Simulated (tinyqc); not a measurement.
# From [HF2] back to K2 = [HF2]/([HF][F])

Model: speciation in dilute and buffered hydrofluoric acid, oxide etch rate and bath loading. Computed by tinyqc, a small Python program. Command: `OMP_NUM_THREADS=1 python tinyqc.py 3121465 3121466 out.jsonl hfetch inv`. One thread of a shared host (Intel(R) Xeon(R) Processor @ 2.30GHz), about 0.01 s of CPU time with the checks.

Concentrations stand for activities, NH4+ and Cl- are spectators, and water ionisation is neglected. H, F and HF2 denote the ions H+, F- and HF2-. The base temperature is 298 K.

Inputs (values chosen for the exercise, of the order of those for thermal oxide at room temperature):

| quantity | value | unit |
|---|---|---|
| HF added | 2 | mol/L |
| NH4F added | 1.6 | mol/L |
| HCl added | 0 | mol/L |
| K1 = [H][F]/[HF] | 0.000672 | mol/L |
| K3 = [H2F2]/[HF]^2 | 0 | L/mol |

Method. Fluoride balance: [HF] + [F] + 2 [HF2] + 2 [H2F2] = HF added + NH4F added. Acid balance: [H] + [HF] + [HF2] + 2 [H2F2] = HF added + HCl added. For a trial [H], [HF] = [H][F]/K1, and the fluoride balance is a quadratic in [F]. The root is refined to 1e-13 in pH = -log10 [H].

Task: A run gave the result below. Find the K2 = [HF2]/([HF][F]), known to lie between 3.8 and 6.2 L/mol.

[HF2] = 1.228157 mol/L

Result:

Each step takes the trial c = (a f_b - b f_a)/(f_b - f_a), f being the result less the target and a, b, c the logarithms of the listed values; c replaces end b, the old b replaces a if the sign of f changed, and otherwise f_a is halved.

Scan of the range:

| K2 = [HF2]/([HF][F]) (L/mol) | [HF2] (mol/L) |
|---|---|
| 3.80 | 1.20325 |
| 4.12 | 1.22059 |
| 4.47 | 1.23759 |
| 4.85 | 1.25410 |
| 5.27 | 1.27040 |
| 5.71 | 1.28565 |
| 6.20 | 1.30081 |

False position (Illinois rule, in the logarithm of the input) inside the bracket:

| step | end a | end b | trial | [HF2] (mol/L) |
|---|---|---|---|---|
| 1 | 4.12000 | 4.47000 | 4.27225 | 1.22822 |
| 2 | 4.12000 | 4.27225 | 4.26979 | 1.22810 |
| 3 | 4.27225 | 4.26979 | 4.27100 | 1.22816 |
| 4 | 4.26979 | 4.27100 | 4.27100 | 1.22816 |

[HF2] rises at every point of a 13-point scan of the range (every second point is shown), so one value fits; it is bracketed by 4.12 and 4.47. Answer: K2 = [HF2]/([HF][F]) = 4.271 L/mol.

Caution: at ionic strengths above about 0.5 mol/L activities differ much from concentrations, so pH and rates are only indicative.
